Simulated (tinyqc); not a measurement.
# AlGaN/GaN HEMT with access regions, lumped model: several studies

A polarisation-induced electron sheet under a Schottky gate, in series with two ungated access regions and contacts. Drift law v = mu E/(1 + mu E/vs) under the gate. Currents in mA/mm, resistances in ohm mm. No self-heating, no channel-length modulation; fits for polarisation, barrier and offset are chosen for the exercise.

Inputs (values chosen for the exercise); values close to those of AlGaN/GaN structures: aluminium share of the barrier x = 0.25; barrier thickness d = 20 nm; relative permittivity of barrier and channel eps_r = 9.1; channel mobility mu = 1800 cm^2/(V s); saturation velocity vs = 1e7 cm/s; gate length Lg = 0.15 um; source access length Ls = 2 um; drain access length Ld = 16 um; resistance of each contact Rc = 0.26 ohm mm; share of the drain-access electrons removed by traps ft = 0; gate voltage Vg = -0.5 V.

Constants: q = 1.602176634e-19 C, eps0 = 8.8541878128e-14 F/cm where lengths are in cm. Results are converted to the units shown.

Each table varies one quantity; the others keep the values above.

## Effect of the aluminium share of the barrier

sigma = (5e13 x + 1.6e13 x^2) cm^-2, phiB = 0.84 + 1.3 x, dEc = 0.7 (1.71 x + x^2) in volts, Cb = eps0 eps_r/d, VT = phiB - dEc - q sigma/Cb, access density n0 = -Cb VT/q. Access resistance R(L, n) = L/(q mu n sqrt(1 - (I/(q n vs))^2)); Rs = Rc + R(Ls, n0), Rd = Rc + R(Ld, (1 - ft) n0). Vg' = Vg - I Rs, Vd' = Vd - I (Rs + Rd); with u = Vg' - VT, Vc = vs Lg/mu and w the smaller of Vd' and Vc [sqrt(1 + 2 u/Vc) - 1] (0 if negative), the channel gives (mu Cb/Lg)(u w - w^2/2)/(1 + w/Vc). I equals that channel current. Isat is I at Vd = 10 V, gm = dIsat/dVg, Ron the limit of Vd/I at small Vd.

Effect of the aluminium share of the barrier:

| x | VT (V) | n0 (cm^-2) | Ron (ohm mm) | Isat (mA/mm) | gm (mS/mm) |
|---|---|---|---|---|---|
| 0.12 | -1.636 | 4.112e12 | 15.88 | 189.9 | 185.2 |
| 0.17 | -2.727 | 6.857e12 | 9.715 | 463.7 | 218.7 |
| 0.22 | -3.854 | 9.690e12 | 7.023 | 780.3 | 237.3 |
| 0.27 | -5.016 | 1.261e13 | 5.514 | 1126 | 249.6 |
| 0.32 | -6.213 | 1.562e13 | 4.551 | 1495 | 258.7 |
| 0.37 | -7.446 | 1.872e13 | 3.883 | 1884 | 265.8 |
| 0.42 | -8.714 | 2.191e13 | 3.394 | 2243 | 85.76 |

Read the table: what changes, and by how much?

As x goes from 0.12 to 0.42, Ron falls from 15.9 to 3.39 ohm mm, Isat rises from 190 to 2240 mA/mm and gm goes from 185 through a maximum of 266 (at x = 0.37 among the rows listed) to 85.8 mS/mm. VT falls from -1.64 to -8.71 V. For x = 0.22 to 0.42 the power passes 5 W/mm, where self-heating, left out here, lowers the current. At x = 0.42 the gated channel is not yet saturated at 10 V, because the access regions take the voltage, and gm drops.

## Effect of the barrier thickness

Same model as above.

Results:

| d (nm) | VT (V) | n0 (cm^-2) | Ron (ohm mm) | Isat (mA/mm) | gm (mS/mm) |
|---|---|---|---|---|---|
| 8 | -1.326 | 8.333e12 | 8.111 | 288.4 | 395.9 |
| 11 | -2.131 | 9.742e12 | 6.997 | 537.5 | 355.8 |
| 14 | -2.936 | 1.055e13 | 6.497 | 725.6 | 311.9 |
| 18 | -4.010 | 1.120e13 | 6.144 | 911.3 | 264.4 |
| 27 | -6.426 | 1.197e13 | 5.782 | 1177 | 194.8 |
| 33 | -8.037 | 1.225e13 | 5.662 | 1284 | 86.06 |

Estimate the missing row, d = 22 nm.

Computed row:

| d (nm) | VT (V) | n0 (cm^-2) | Ron (ohm mm) | Isat (mA/mm) | gm (mS/mm) |
|---|---|---|---|---|---|
| 22 | -5.084 | 1.162e13 | 5.941 | 1049 | 228.4 |

With this row back in the table: As d goes from 8 to 33 nm, Ron falls from 8.11 to 5.66 ohm mm, Isat rises from 288 to 1280 mA/mm and gm falls from 396 to 86.1 mS/mm. VT falls from -1.33 to -8.04 V. For d = 11 to 33 nm the power passes 5 W/mm, where self-heating, left out here, lowers the current. At d = 33 nm the gated channel is not yet saturated at 10 V, because the access regions take the voltage, and gm drops.

## Effect of the source access length

Same model as above.

The same in every row: VT (V) = -4.547; n0 (cm^-2) = 1.143e13.

Results:

| Ls (um) | Ron (ohm mm) | Isat (mA/mm) | gm (mS/mm) |
|---|---|---|---|
| 0.1 | 5.454 | 1201 | 321.9 |
| 0.6 | 5.606 | 1131 | 292.5 |
| 1 | 5.727 | 1083 | 275.5 |
| 1.5 | 5.879 | 1031 | 258.8 |
| 2.5 | 6.182 | 943.6 | 233.8 |
| 4 | 6.637 | 841.5 | 207.3 |

Estimate the missing row, Ls = 0.3 um.

Computed row:

| Ls (um) | Ron (ohm mm) | Isat (mA/mm) | gm (mS/mm) |
|---|---|---|---|
| 0.3 | 5.515 | 1171 | 308.7 |

With this row back in the table: As Ls goes from 0.1 to 4 um, Ron rises from 5.45 to 6.64 ohm mm, Isat falls from 1200 to 841 mA/mm and gm falls from 322 to 207 mS/mm. The ceiling Cb vs is 403 mS/mm. In every row the power passes 5 W/mm, where self-heating, left out here, lowers the current.

Numbers from tinyqc (`OMP_NUM_THREADS=1 python tinyqc.py 2570111 2570112 out.jsonl`; about 0.02 s on one thread of a shared Intel Xeon 2.30GHz).
